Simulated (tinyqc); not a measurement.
Pressure series at fixed power: global model of a low-pressure process discharge: electron temperature, density, ion flux and ion energy. Computed by tinyqc, a small Python program. Command: `OMP_NUM_THREADS=1 python tinyqc.py 3112728 3112729 out.jsonl plasma walk`. One thread of a shared host (Intel(R) Xeon(R) Processor @ 2.30GHz), about 0.01 s of CPU time with the checks.

Maxwellian electrons with temperature T_e in eV, one positive ion, no negative ions, uniform bulk density n; rate constants have the Arrhenius form.

Inputs (values chosen for the exercise, of the order of those of an inductive discharge in a simple atomic gas):
```
quantity,value,unit
ion mass M,35.5,u
ionisation prefactor K0,6.5e-14,m^3/s
ionisation energy E_iz,16,eV
excitation prefactor X0,1.4e-14,m^3/s
excitation energy E_ex,10.9,eV
elastic rate constant K_el,7.2e-14,m^3/s
ion-neutral cross section,9.3e-19,m^2
gas temperature T_g,400,K
radius R,20,cm
height L,11,cm
absorbed power P,1100,W
```

Constants: k_B = 1.380649e-23 J/K; e = 1.602176634e-19 C; u = 1.6605390666e-27 kg; m_0 = 9.1093837015e-31 kg.

Method:
- n_g = p/(k_B T_g), lambda_i = 1/(n_g sigma), K_iz = K0 exp(-E_iz/T_e), h_L = 0.86/sqrt(3 + L/(2 lambda_i)), h_R = 0.8/sqrt(4 + R/lambda_i), A_eff = 2 pi R^2 h_L + 2 pi R L h_R and d_eff = pi R^2 L/A_eff follow p.
- Particle balance: K0 exp(-E_iz/T_e) n_g d_eff = u_B, u_B = sqrt(e T_e/M).
- E_c = E_iz + (X0 exp(-E_ex/T_e) E_ex + K_el (3 m_0/M) T_e)/K_iz; E_T = E_c + (5/2) T_e + (T_e/2) ln(M/(2 pi m_0)); n = P/(e u_B A_eff E_T); J = e h_L n u_B. Pressures without a root below 2 E_iz are left out.

Against pressure:
```
p (Pa),T_e (eV),E_c (eV),E_T (eV),n (1/cm^3),J (mA/cm^2)
0.1,4.6845,22.98,56.33,2.2798e+11,5.6567
0.2,3.6713,25.43,51.57,3.1959e+11,6.3147
0.5,2.8283,30.29,50.43,4.7924e+11,6.6275
1.0,2.3936,35.87,52.91,6.3802e+11,6.4033
2.0,2.0670,43.93,58.64,8.2766e+11,5.8262
5.0,1.7464,60.39,72.83,1.1038e+12,4.7185
10.0,1.5619,79.73,90.85,1.3056e+12,3.7903
20.0,1.4126,108.85,118.90,1.4733e+12,2.8991
```

What does the comparison show, and why?

T_e falls from 4.68 to 1.41 eV, n changes by a factor 6.5 and J by 0.51; in J = P h_L/(A_eff E_T), E_T changes by a factor 2.11 and is least at 0.5 Pa, between wall losses at high T_e and excitation losses at low T_e.

Extremes, crossings and ranges named in words are read from the listed rows.
